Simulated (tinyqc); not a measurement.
Photoconductance decay in a wafer: bulk and surface recombination modes, and iron detection by pair splitting: one step, computed by the program tinyqc. Command: `OMP_NUM_THREADS=1 python tinyqc.py 3112802 3112803 out.jsonl pcd walk`. One thread of a shared host (Intel(R) Xeon(R) Processor @ 2.30GHz), about 0.01 s of CPU time with the checks.

Both faces of the wafer have the same S; injection is low and all coefficients are constant. x runs from -W/2 to W/2.

Task: Effective lifetime. Even modes cos(a x) obey b tan b = S W/(2 D) with b = a W/2, odd modes sin(a x) obey -b cot b = S W/(2 D); each decays at the rate 1/tau_b + D a^2. tau_eff is the decay time of the first mode. The surface time is 1/(D a^2) of that mode; shortcuts for it are W/(2 S), W^2/(pi^2 D) and their sum, whose error is sum/surface time - 1.

Inputs (values chosen for the exercise, modelled on p-type silicon):
```
quantity                          value         unit
thickness W                         200   micrometre
diffusivity D                      27.5       cm^2/s
bulk lifetime tau_b without iron    410  microsecond
surface recombination velocity S    1.3         cm/s
```

Give: tau_eff; surface time; W/(2 S); W^2/(pi^2 D); error of the sum; tau_eff/tau_b.

Result:

tau_eff = 389.3 microsecond

surface time = 7694 microsecond

W/(2 S) = 7692 microsecond

W^2/(pi^2 D) = 1.474 microsecond

error of the sum = 0.003400 %

tau_eff/tau_b = 0.9494

The surfaces are slow against diffusion, so W/(2 S) is the larger part. tau_eff is within 5.1 % of tau_b.
